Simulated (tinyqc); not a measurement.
## Coupling ratio and rate constant from the late transient

Question. Long after the knee a floating-gate cell follows U = Vg - (tox/ag) B/ln(K t). Find K and ag.

Inputs (values chosen for the exercise):
```
symbol,value,unit,meaning
tox,9.7,nm,tunnel oxide thickness
Vg,14.1,V,control-gate voltage
```

U at t = 0.003 and 0.3 s (V): 0.74283783  2.6678783
B = 25.985089 V/nm

Solution. 1/(Vg - U) is linear in ln t; the ratio of the two values gives ln(K t_a), and either value gives ag.

K = 2.51e14 1/s
ag = 0.690

Computed by the program tinyqc: `OMP_NUM_THREADS=1 python tinyqc.py 2130020 2130021 out.jsonl`, one thread of a shared Intel Xeon 2.30GHz, about 0.01 s for the whole run.
